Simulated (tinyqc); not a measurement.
Strain-driven roughening and islands of a mismatched epitaxial film: one step, computed by the program tinyqc. Command: `OMP_NUM_THREADS=1 python tinyqc.py 3005481 3005482 out.jsonl island walk`. One thread of a shared host (Intel(R) Xeon(R) Processor @ 2.30GHz), about 0.01 s of CPU time with the checks.

Film and substrate share isotropic elastic constants; the film is coherent and biaxially strained.

Problem. Asaro-Tiller-Grinfeld instability. A ripple A cos(k x) has the surface chemical potential per volume [gamma k^2 - 2 (1 + nu) w k] A cos(k x), so k_c = 2 (1 + nu) w/gamma. With surface diffusion the amplitude grows at the rate q = B k^2 [2 (1 + nu) w k - gamma k^2], fastest at k_m = (3/4) k_c. B is the surface mobility.

Inputs (values chosen for the exercise, modelled on GaN on AlN): Poisson ratio nu = 0.19; surface energy gamma = 1.73 J/m^2; surface mobility D_s nu_s Omega^2/(k_B T) = 1.2e-35 m^6/(J s).

Transport: surface diffusion.

energy density w = 201.3869 MJ/m^3

Give: k_c; critical wavelength; fastest wavelength; growth time 1/q at k_m.

Solution.

k_c = 0.2771 1/nm

critical wavelength = 22.68 nm

fastest wavelength = 30.24 nm

growth time 1/q at k_m = 77.52 s
